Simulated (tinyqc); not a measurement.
Quantum-well laser, gain and threshold: two steps of the calculation.

One electron and one heavy-hole subband per well, parabolic, with equal sheet densities n of electrons and holes; k-conserving transitions, TE polarisation, no line broadening, so the gain starts as a step at E0 and peaks there. All wells are pumped alike.

Inputs (values chosen for the exercise); well values close to those of gallium arsenide: temperature T = 273 K; lowest transition energy E0 = 1.47 eV; in-plane electron mass me = 0.0656 m0; in-plane hole mass mh = 0.352 m0; Kane energy Ep = 28.2 eV; refractive index nr = 3.63; well width Lw = 8 nm; number of wells Nw = 3; optical confinement per well Gw = 0.012; internal loss ai = 2 1/cm; cavity length Lc = 500 um; front reflectance R1 = 0.32; back reflectance R2 = 0.3.

Constants: q = 1.602176634e-19 C, kB = 1.380649e-23 J/K, eps0 = 8.8541878128e-12 F/m, hbar = 1.054571817e-34 J s, m0 = 9.1093837015e-31 kg, c = 299792458 m/s, Vt = kB T/q. Results are converted to the units shown.

Question 1. Densities of states, saturated gain and threshold gain. Nc = me kB T/(pi hbar^2), Nv = mh kB T/(pi hbar^2), mr = me mh/(me + mh) in m0, g0(E) = q^2 Ep mr/(4 nr eps0 c hbar E Lw) (squared momentum element m0 Ep/4, joint density of states mr/(pi hbar^2 Lw) for both spins). Mirror loss am = ln(1/(R1 R2))/(2 Lc); threshold gain gth = (ai + am)/(Nw Gw).

Wanted: Nc; Nv; mr; g0(E0); am; gth.

Answer 1.

Nc = 6.4467e11 cm^-2
Nv = 3.4592e12 cm^-2
mr = 0.055295 m0
g0(E0) = 8374.1 1/cm
am = 23.434 1/cm
gth = 706.50 1/cm

Question 2. Gain spectrum at threshold. At photon energy E: fe = 1/(1 + exp(((mr/me)(E - E0) - Fc)/Vt)), fh = 1/(1 + exp(((mr/mh)(E - E0) - Fv)/Vt)), g = g0(E0)(E0/E)(fe + fh - 1).

| point | E - E0 (eV) |
|---|---|
| 0 | 0 |
| 1 | 0.002 |
| 2 | 0.004 |
| 3 | 0.006 |
| 4 | 0.008 |
| 5 | 0.01 |
| 6 | 0.012 |
| 7 | 0.014 |

Fc = 0.034843094 eV
Fv = -0.023442896 eV
mr = 0.055295019 m0
g0(E0) = 8374.0660 1/cm

Find: fe; fh; g.

Answer 2.

| point | fe | fh | g (1/cm) |
|---|---|---|---|
| 0 | 0.81474 | 0.26963 | 706.50 |
| 1 | 0.80368 | 0.26701 | 591.12 |
| 2 | 0.79212 | 0.26440 | 472.07 |
| 3 | 0.78008 | 0.26181 | 349.36 |
| 4 | 0.76754 | 0.25924 | 223.02 |
| 5 | 0.75451 | 0.25668 | 93.08 |
| 6 | 0.74099 | 0.25415 | -40.39 |
| 7 | 0.72700 | 0.25162 | -177.31 |

The gain turns into absorption at E - E0 = Fc + Fv = 0.0114 eV (Bernard-Duraffourg condition), inside the listed range.

Computed by the program tinyqc: `OMP_NUM_THREADS=1 python tinyqc.py 2840007 2840008 out.jsonl`, one thread of a shared Intel Xeon 2.30GHz, about 0.01 s for the whole run.
